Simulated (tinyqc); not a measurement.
Rapid thermal processing of a wafer: radiative balance, ramp and cooling, pattern effects, pyrometer error and spike budget: one step, computed by the program tinyqc.

The wafer is opaque and uniform through its thickness unless said otherwise; temperatures in formulas are in kelvin (C + 273.15). sigma = 5.670374419e-12 W/(cm^2 K^4).

Question. Pyrometer error. Signal proportional to eps/(exp(c2/(lambda T)) - 1), c2 = h c/k_B. If the assumed emissivity is too high by the given error, the reading T' solves (1 + error)/(exp(c2/(lambda T')) - 1) = 1/(exp(c2/(lambda T)) - 1). Wien estimate: T' - T = -lambda T^2 ln(1 + error)/c2. Process rates go as exp(-E_a/(k_B T)).

Inputs (values chosen for the exercise, modelled on a hot silicon wafer):
```
quantity                              value        unit
process temperature                     862           C
starting temperature                    450           C
pyrometer wavelength                    3.8  micrometre
error of the assumed emissivity         8.6           %
activation energy of the process E_a    2.7          eV
```

Constants: h = 6.62607015e-34 J s; c = 299792458 m/s; k_B = 1.380649e-23 J/K; k_B = 8.617333262e-05 eV/K.

Give: c2; c2/(lambda T); reading less true temperature; Wien estimate; rate at T over rate at T', less 1.

Answer.

c2 = 14388 micrometre K

c2/(lambda T) = 3.335

reading less true temperature = -26.48 K

Wien estimate = -28.08 K

rate at T over rate at T', less 1 = 93.35 %

Caution: below about 600 C lightly doped silicon is partly transparent at this wavelength, so its emissivity is not yet the hot value early in the ramp.
